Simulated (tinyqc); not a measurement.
Sp3 tight binding, zinc-blende lattice, step by step. One step of it, computed by the program tinyqc.

Problem. Bloch Hamiltonian at X. Slater-Koster rules over the four bonds with direction cosines (l, m, n): ss V_ss; s-px l V_sp; px-s -l V_sp; px-px l^2 V_pps + (1 - l^2) V_ppp; px-py l m (V_pps - V_ppp); each times exp(i k.d).

Parameters chosen for this model: zinc-blende lattice, anion at 0, cation at a/4 (1,1,1); V = eta hbar^2 / (m d^2), hbar^2/m = 7.619964 eV angstrom^2:
```
parameter          value      unit
a               6.470000  angstrom
d               2.801592  angstrom
Es anion      -11.150000        eV
Ep anion       -6.290000        eV
Es cation     -11.150000        eV
Ep cation      -6.290000        eV
eta ss         -1.400000
eta sp          1.840000
eta pp sigma    3.240000
eta pp pi      -0.810000
V ss           -1.359162        eV
V sp            1.786327        eV
V pp sigma      3.145488        eV
V pp pi        -0.786372        eV
```

k point X (2 pi / a): 1  0  0

Give: H(k) at X.

Solution.

H(k) at X (eV), lower triangle (Hermitian):
```
                 a s            a px            a py            a pz
a s         -11.1500
a px          0.0000         -6.2900
a py          0.0000          0.0000         -6.2900
a pz          0.0000          0.0000          0.0000         -6.2900
c s           0.0000  0.0000+4.1253i          0.0000          0.0000
c px  0.0000-4.1253i          0.0000          0.0000          0.0000
c py          0.0000          0.0000          0.0000  0.0000-5.2425i
c pz          0.0000          0.0000  0.0000-5.2425i          0.0000

           c s     c px     c py     c pz
c s   -11.1500
c px    0.0000  -6.2900
c py    0.0000   0.0000  -6.2900
c pz    0.0000   0.0000   0.0000  -6.2900
```
